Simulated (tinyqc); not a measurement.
# Worked calculation: MOSFET in the linear regime without short-channel effects, parameter extraction from computed curves

Computed by the program tinyqc: `OMP_NUM_THREADS=1 python tinyqc.py 2210123 2210124 out.jsonl`, one thread of a shared Intel Xeon 2.30GHz, about 0.01 s for the whole run. Printed values are rounded.

Inversion charge Q = Cox n Vt W0(exp((Vg - VT)/(n Vt))), W0 the Lambert function and n = nf; u = Q/Cox; mobility mu = mu0/(1 + th1 u + th2 u^2); channel resistance Rch = (L - dL)/(W mu Q); Id = Vd/(Rch + Rsd/W). Cox = eps0 eox/tox. Small Vd, no channel-length or drain effects.

Inputs (values chosen for the exercise); channel values of the order met in silicon transistors:
- T = 77 K (temperature)
- eox = 9.12 (relative permittivity of the gate insulator (close to aluminium oxide))
- tox = 3 nm (insulator thickness)
- mu0 = 430 cm^2/(V s) (low-field mobility)
- th1 = 0.44 1/V (first mobility attenuation factor)
- th2 = 0.07 1/V^2 (second mobility attenuation factor)
- VT = 0.6 V (threshold voltage)
- nf = 1.16 (body factor)
- W = 1 um (gate width)
- L = 0.83 um (drawn gate length)
- dL = 0.005 um (drawn less effective length)
- Rsd = 120 ohm um (source plus drain resistance)
- Vd = 0.05 V (drain voltage)

Constants: q = 1.602176634e-19 C, kB = 1.380649e-23 J/K, Vt = kB T/q, eps0 = 8.8541878128e-14 F/cm where lengths are in cm. Results are converted to the units shown.

## Transfer curve

Vg, point 0 to 11 (V): [0.4, 0.5, 0.6, 0.7, 0.8, 0.9, 1, 1.1, 1.2, 1.3, 1.4, 1.5]

u, mu, Rch and Id as defined.

```
point        u (V)  mu (cm^2/(V s))   Rch (ohm)      Id (uA)
0      3.99532e-14              430  1.78407e16  2.80258e-12
1       1.75362e-8          430.000  4.06469e10   1.23011e-6
2       0.00436530          429.175   1.63600e5     0.305400
3        0.0818078          414.872     9030.72      5.46405
4         0.175915          398.307     4374.33      11.1251
5         0.272545          382.182     2942.55      16.3263
6         0.370188          366.745     2257.59      21.0297
7         0.468377          352.043     1858.83      25.2674
8         0.566908          338.067     1599.25      29.0825
9         0.665672          324.795     1417.63      32.5176
10        0.764605          312.194     1284.02      35.6121
11        0.863667          300.231     1182.03      38.4015
```

## Threshold and mobility at the peak transconductance

gm_i = (Id_(i+1) - Id_(i-1))/(Vg_(i+1) - Vg_(i-1)); at the point j of largest gm the tangent meets the axis at V_ext = Vg_j - Id_j/gm_j; field-effect mobility gm_j L/(W Cox Vd) with the drawn L.

gm, point 1 to 10 (uS): [1.52700, 27.3202, 54.0987, 54.3111, 49.5229, 44.7057, 40.2637, 36.2508, 32.6484, 29.4198]
j = 4
V_ext = 0.595159 V
field-effect mobility = 334.946 cm^2/(V s)

V_ext is 4.8 mV below the model VT, and the mobility so found is 23 % below mu0 L/(L - dL) = 433 cm^2/(V s), the value for the drawn L; attenuation, series resistance and the slow approach of Q to a straight line all lower the peak gm.

## The Y function

Y_i = Id_i/sqrt(gm_i). For Id = beta Vd x/(1 + th x), x = Vg - VT, Y = sqrt(beta Vd) x whatever th. Slope s from points 7 and 10; VT_Y = Vg - Y/s at point 10; beta = s^2/Vd; mobility beta L/(W Cox) with the drawn L; th* = (beta Vd x/Id - 1)/x at point 10.

Y, point 1 to 10 (uA^0.5 V^0.5): [9.95458e-7, 0.0584288, 0.742884, 1.50960, 2.31998, 3.14523, 3.98203, 4.83028, 5.69098, 6.56566]
s = 8.61210 uA^0.5 V^-0.5
VT_Y = 0.637624 V
beta = 1483.36 uA/V^2
mobility from Y = 457.408 cm^2/(V s)
th* = 0.770978 1/V

The mobility from Y is 5.7 % above mu0 L/(L - dL) = 433 cm^2/(V s), which it should reach in deep inversion when th2 = 0. th* compares with th1 + mu0 Cox Rsd/(L - dL) = 0.608 1/V, since series resistance enters like th1. The match is poor here: at these overdrives Q is not yet a straight line in Vg and th2 bends Y.
